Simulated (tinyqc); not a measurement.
What a measurement delay does to the time exponent: bias-temperature instability from a Gaussian distribution of capture and emission barriers. Computed by tinyqc, a small Python program. Command: `OMP_NUM_THREADS=1 python tinyqc.py 3004102 3004103 out.jsonl bti walk`. One thread of a shared host (Intel(R) Xeon(R) Processor @ 2.30GHz), about 0.01 s of CPU time with the checks.

Each trap has a capture time tau_0 exp(E_c/(k_B T)) under stress and an emission time tau_0 exp(E_e/(k_B T)) after it. E_c is Gaussian, and E_e = E_c + d with d Gaussian and independent. A trap counts as filled once t_s exceeds its capture time and as emptied once t_r exceeds its emission time.

Inputs (values chosen for the exercise, for a model p-channel transistor):
```
quantity,value,unit
shift with all traps filled V_max,86,mV
mean capture barrier at zero field mu_c,1.95,eV
spread of capture barriers sigma_c,0.24,eV
lowering of mu_c per field k_F,0.064,eV/(MV/cm)
oxide field F,7.8,MV/cm
"mean of E_e - E_c at the stress field, delta",-0.27,eV
"spread of E_e - E_c, sigma_d",0.21,eV
time constant tau_0,8e-09,s
temperature T,60,C
stress time t_s,30000,s
```

Constants: k_B = 8.617333262e-05 eV/K.

Method:
- Demarcation energies E_s = k_B T ln(t_s/tau_0), E_r = k_B T ln(t_r/tau_0); mean barrier mu = mu_c - k_F F; z = (E_s - mu)/sigma_c; Phi is the standard normal distribution.
- Temperatures in kelvin are T(C) + 273.15.
- Shift without recovery dV0 = V_max Phi(z); local time exponent n = d ln dV0/d ln t_s = (k_B T/sigma_c) exp(-z^2/2)/(sqrt(2 pi) Phi(z)); apparent activation energy n E_s.
- Remaining shift dV = V_max int_(-infinity)^(E_s) g(E_c) [1 - Phi((E_r - E_c - delta)/sigma_d)] dE_c, g the Gaussian density of E_c (Gauss-Legendre, 120 points over 7 sigma_c below E_s).
- Columns: no delay, and delays of 1 us, 1 ms and 1 s.

mean barrier mu = 1.4508 eV

Shift (mV):
```
t_s (s),no delay,1 us,1 ms,1 s
1.00e+00,5.8597e-03,3.6848e-03,1.6295e-03,3.8297e-04
1.00e+01,1.7244e-02,1.2602e-02,6.6105e-03,1.9325e-03
1.00e+02,4.7241e-02,3.8497e-02,2.3449e-02,8.4075e-03
1.00e+03,1.2054e-01,1.0594e-01,7.3246e-02,3.1682e-02
1.00e+04,2.8662e-01,2.6491e-01,2.0306e-01,1.0397e-01
1.00e+05,6.3564e-01,6.0653e-01,5.0390e-01,2.9910e-01
1.00e+06,1.3158e+00,1.2802e+00,1.1292e+00,7.5979e-01
1.00e+07,2.5450e+00,2.5045e+00,2.3051e+00,1.7184e+00
```

What follows from these numbers?

Between 10 and 1000 s the apparent exponent is 0.422 without delay, 0.462 at 1 us, 0.522 at 1 ms and 0.607 at 1 s: a slow measurement loses more of a short stress than of a long one, which steepens the curve. Without delay the exponent falls from 0.469 to 0.287 over the table, so the growth is not a true power law. Caution: step-function filling and one Gaussian population are simplifications; real devices show several populations.
